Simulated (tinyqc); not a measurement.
Thermal resistances of a two-die stack.

Problem. Heat leaves through the lower die only, and the system is linear. Find the resistance R1 from the lower die to the coolant, R2 between the dies, and the rise of the upper die when both are powered.

Values chosen for this exercise: power of the lower die P1 = 39 W; power of the upper die P2 = 6 W.

rises of the lower and upper die with only the lower one powered (K): [21.06, 21.06]
rises of the lower and upper die with only the upper one powered (K): [3.24, 4.8]

Answer. With only the lower die powered no heat crosses R2, so both dies rise by P1 R1; the difference in the second test is P2 R2; rises add.

R1 = 0.5400 K/W
R2 = 0.2600 K/W
rise of the upper die = 25.86 K

Program tinyqc, `OMP_NUM_THREADS=1 python tinyqc.py 2162143 2162144 out.jsonl`; Intel Xeon 2.30GHz, shared host, one thread, about 0.04 s.
